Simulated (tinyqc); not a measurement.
Single-junction solar cell, detailed-balance limit: two steps of the calculation.

Every photon above the gap Eg makes one pair and none below is absorbed; carriers thermalise at T and move without loss. Jsc = q fs X Phi(Eg, Ts); the dark current is J0 = q ge Phi(Eg, T)/ERE with the Boltzmann factor exp(V/Vt). The efficiency is the electrical power over fs X sigma Ts^4.

Parameters, values chosen for the exercise: cell temperature T = 350 K; band gap Eg = 1.13 eV.

Constants: q = 1.602176634e-19 C, kB = 1.380649e-23 J/K, Vt = kB T/q. Results are converted to the units shown.

Question 1. Maximum power point by Newton steps. With v = V/Vt the power is largest where f = (1 + v) exp(v) - 1 - Jsc/J0 vanishes; f' = (2 + v) exp(v), v(new) = v - f/f'.

v after iteration 1 = 27.276299
Jsc = 61.632008 mA/cm^2
J0 = 3.4442821e-11 mA/cm^2

Find: f; f'; v after iteration 2.

Answer 1.

f = 1.8043e13
f' = 2.0533e13
v after iteration 2 = 26.398

Question 2. Voltages, fill factor and efficiency. Voc = Vt ln(1 + Jsc/J0), Vmp = v Vt, Jmp = Jsc - J0 (exp(v) - 1), FF = Vmp Jmp/(Voc Jsc), efficiency Vmp Jmp/Pin.

v = 24.956481
Jsc = 61.632008 mA/cm^2
J0 = 3.4442821e-11 mA/cm^2
Pin = 158.73419 mW/cm^2

Find: Voc; Eg/q - Voc; Vmp; Jmp; FF; efficiency.

Answer 2.

Voc = 0.85092 V
Eg/q - Voc = 0.27908 V
Vmp = 0.75270 V
Jmp = 59.258 mA/cm^2
FF = 0.85050
efficiency = 28.099 %

All recombination is radiative here.

Numbers from tinyqc (`OMP_NUM_THREADS=1 python tinyqc.py 2820014 2820015 out.jsonl`; about 0.01 s on one thread of a shared Intel Xeon 2.30GHz).
